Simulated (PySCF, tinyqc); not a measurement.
Ways to converge the cycle: SCF convergence aids in the 6-31g basis, for Be, spin multiplicity 1. Computed by the program tinyqc with PySCF. 

Geometry (angstrom):
```
atom       x       y       z
Be    0.0000  0.0000  0.0000
```

lowest restricted solution found by these runs and by PySCF = -14.566764 hartree

RHF with one setting changed at a time; a run stops when the energy changes by less than 1e-09 hartree and the error matrix is below 1e-5. The start is random orbitals. Damping d keeps d of the old density; a shift (hartree) raises the virtual levels; DIIS n extrapolates F over n matrices.

Largest element of the error matrix X^T (FDS - SDF) X:
```
iteration    plain  damping 0.3  damping 0.6  shift 0.4   DIIS 3   DIIS 8
1          3.9e+00      3.9e+00      3.9e+00    3.9e+00  3.9e+00  3.9e+00
2          2.2e-01      1.2e+00      2.3e+00    4.8e-01  2.2e-01  2.2e-01
3          7.6e-02      4.4e-01      1.4e+00    1.0e-01  6.5e-02  6.5e-02
4          2.7e-02      1.8e-01      8.6e-01    8.0e-02  1.5e-02  1.5e-02
5          9.0e-03      8.1e-02      5.5e-01    7.0e-02  8.3e-04  8.7e-04
6          2.9e-03      3.7e-02      3.6e-01    5.4e-02  9.7e-05  8.4e-05
8          2.9e-04      8.6e-03      1.6e-01    2.7e-02  2.4e-06  3.3e-06
10         2.9e-05      2.1e-03      7.0e-02    1.2e-02        -        -
14               -      1.4e-04      1.5e-02    2.4e-03        -        -
20               -      2.7e-06      1.7e-03    2.1e-04        -        -
30               -            -      5.6e-05          -        -        -
45               -            -      4.2e-07          -        -        -
```

How each run ends:
```
run          iterations  E (hartree)         state
plain                12    -14.56676  lowest found
damping 0.3          21    -14.56676  lowest found
damping 0.6          46    -14.56676  lowest found
shift 0.4            28    -14.56676  lowest found
DIIS 3                8    -14.56676  lowest found
DIIS 8                8    -14.56676  lowest found
```

6 of 6 runs reach the lowest restricted solution found, in 8 to 46 iterations (fastest: DIIS 3, DIIS 8). Plain steps already contract here, so damping only slows them. DIIS 3 and DIIS 8 gain by cancelling the error over several earlier matrices, much as a quasi-Newton step does. The restricted reference is unstable here: a spin-polarised solution lies 0.0006 hartree lower (PySCF), so results built on it describe a poor reference.
